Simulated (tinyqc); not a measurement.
Quasi-harmonic thermal expansion with mode Grueneisen parameters. Changing the temperature T. Computed by tinyqc, a small Python program. Command: `OMP_NUM_THREADS=1 python tinyqc.py 3018742 3018743 out.jsonl qha sweep`. One thread of a shared host (Intel(R) Xeon(R) Processor @ 2.30GHz), about 0.07 s of CPU time with the checks.

A crystal with two atoms a cell; per atom there are 1 transverse acoustic (TA), 1/2 longitudinal acoustic (LA) and 3/2 optical (O) modes. Every frequency of group i scales as nu_i (V/V0)^(-gamma_i). Each group has one frequency. Static energy: E = (9 V0 B0/16) [y^3 B' + y^2 (2 - 4 y)], y = (V0/V)^(2/3) - 1, with pressure P_s = (3 B0/2) (z^7 - z^5) [1 + (3/4)(B' - 4)(z^2 - 1)], z = (V0/V)^(1/3).

Inputs (values chosen for the exercise, modelled on silicon carbide):
```
quantity,value,unit
static volume V0,10.4,angstrom^3/atom
static bulk modulus B0,234,GPa
static B',3.9,-
frequency nu_TA,11.4,THz
frequency nu_LA,18.2,THz
frequency nu_O,25.8,THz
Grueneisen parameter gamma_TA,0.065,-
Grueneisen parameter gamma_LA,1.1,-
Grueneisen parameter gamma_O,1.2,-
step factor f,0.8,-
```

Acoustic groups: Einstein.

Constants: h x 1 THz = 4.135667696 meV; k_B = 8.617333262e-05 eV/K; 1 eV/angstrom^3 = 160.2176634 GPa.

Method:
- For a mode with x = h nu/(k_B T), n = 1/(exp(x) - 1): U = h nu (n + 1/2), C/k_B = x^2 n (n + 1); U_i and C_i sum these over group i with its weight per atom.
- Phonon pressure P_ph = sum_i gamma_i U_i/V.
- gamma_th = sum gamma_i C_i / sum C_i; volume expansion coefficient alpha_V = gamma_th C k_B/(B0 V0); linear coefficient alpha_V/3; first-order volume change P_ph/B0.
- Start at V0 and step V(new) = V [1 + f (P_s + P_ph)/B0]; stop when |P_s + P_ph| < 1e-8 GPa, after 60 steps, or when V leaves 0.7 to 1.3 V0.
- B_T = -V d(P_s + P_ph)/dV at fixed T (central difference, step 1e-4 V); alpha_V = sum gamma_i C_i k_B/(B_T V), all at V(T); the linear coefficient is alpha_L = alpha_V/3.
- C_P - C_V = alpha_V^2 B_T V T; the optical frequency is nu_O (V/V0)^(-gamma_O).

One run for each value:
```
temperature T (K),linear expansion coefficient (ppm/K),gamma_th at V0,volume change from V0 (%),isothermal bulk modulus B_T (GPa),C_P - C_V (k_B/atom)
44,7.761e-05,0.0658,0.780,230.9,4.181e-13
65,2.255e-03,0.0738,0.780,230.9,5.212e-10
96,2.543e-02,0.1129,0.780,230.9,9.792e-08
140,1.634e-01,0.2217,0.781,230.9,5.898e-06
210,7.116e-01,0.4197,0.790,230.7,1.677e-04
310,1.733e+00,0.5955,0.827,230.3,1.466e-03
680,3.711e+00,0.7577,1.157,227.4,1.460e-02
1000,4.220e+00,0.7829,1.547,224.5,2.753e-02
```

Give the missing row, temperature T (K) = 460.

Computed row; columns: (1) temperature T (K); (2) linear expansion coefficient (ppm/K); (3) gamma_th at V0; (4) volume change from V0 (%); (5) isothermal bulk modulus B_T (GPa); (6) C_P - C_V (k_B/atom):
```
(1)        (2)     (3)    (4)    (5)        (6)
460  2.869e+00  0.7038  0.934  229.2  5.940e-03
```

Interpolating between the two neighbouring rows (the first column on a logarithmic scale, the others too where they are positive) misses most in C_P - C_V (k_B/atom), by 22 %. Over the rows, linear expansion coefficient (ppm/K) rises from 7.76e-5 to 4.22 (exponent d ln y / d ln x 8.6 between the first rows and 0.33 between the last); gamma_th at V0 rises from 0.0658 to 0.783 (exponent d ln y / d ln x 0.30 between the first rows and 0.085 between the last); volume change from V0 (%) rises from 0.780 to 1.55. alpha follows sum gamma_i C_i: each group joins once k_B T nears its h nu, the softest first. C_P - C_V goes as alpha^2 T. Left out: 20.0, 30.0 (the run failed its checks).

Caution (rows 44.0, 65.0): k_B T is far below h nu_TA; one frequency a group leaves out the long acoustic waves, so heat capacity and expansion coefficient come out far too small in size.
